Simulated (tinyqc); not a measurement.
Hot electrons in a saturated n-channel MOSFET, lucky-electron model: two steps of the calculation.

Beyond pinch-off the lateral field grows as Esat cosh(y/l) over the velocity-saturated region (pseudo-two-dimensional model). Impact ionisation in this region gives the substrate current, which biases the body forward through Rsub. Currents are per width. Local-field laws: they overstate ionisation when the field peak is narrower than an energy relaxation length.

Values chosen for this exercise; values close to those of silicon n-channel devices: channel length L = 0.5 um; oxide thickness tox = 10 nm; threshold VT = 0.75 V; saturation velocity vs = 7.2e6 cm/s; ionisation prefactor Ai = 2e6 1/cm; ionisation field Bi = 1.82 MV/cm; resistance of the lightly doped drain Rd = 0 ohm um; substrate resistance Rsub = 2300 ohm um; fall of VT per volt of forward body bias kb = 0.35; hot-electron mean free path lm = 7.2 nm; oxide barrier pb = 3.2 V; prefactor of the gate current Cg = 0.002; lifetime exponent m = 3; lifetime constant Hl = 11000 s uA/um; drain voltage Vd = 3 V; gate voltage Vg = 2.2 V.

Constants: eps0 = 8.8541878128e-14 F/cm where lengths are in cm. Results are converted to the units shown.

Task 1. Body bias from the substrate current. Cox = 3.9 eps0/tox. Overdrive g = Vg - VT + kb Vb; Vdsat = g Esat L/(g + Esat L); Id = Cox vs (g - Vdsat); dV = Vd - Id Rd - Vdsat; Em = sqrt((dV/l)^2 + Esat^2); Isub = Id (Ai/Bi) l Em exp(-Bi/Em). Vb(new) = Rsub Isub.

Vb at the start = 0 V
l = 79.372539 nm
Esat = 0.033488372 MV/cm

Give: Vdsat; Id; dV; Em; Isub; Vb after iteration 1.

Result 1.

Vdsat = 0.77707 V
Id = 167.31 uA/um
dV = 2.2229 V
Em = 0.28206 MV/cm
Isub = 0.64887 uA/um
Vb after iteration 1 = 0.0014924 V

Task 2. Gate current, lifetime and channel shortening. Ig = Cg Id exp(-pb/(lm Em)); lifetime tau = (Hl/Id)(Isub/Id)^(-m); length of the saturated region dL = l ln[(dV/l + Em)/Esat]. 1 year = 3.15576e7 s.

Id = 167.39901 uA/um
dV = 2.2227752 V
Em = 0.28203856 MV/cm
Isub = 0.64890333 uA/um
l = 79.372539 nm
Esat = 0.033488372 MV/cm

Give: Isub/Id; Ig; tau; dL.

Result 2.

Isub/Id = 0.0038764
Ig = 0.047978 pA/um
tau = 35.748 years
dL = 223.87 nm

The lifetime exceeds ten years.

Program tinyqc, `OMP_NUM_THREADS=1 python tinyqc.py 2550048 2550049 out.jsonl`; Intel Xeon 2.30GHz, shared host, one thread, about 0.01 s.
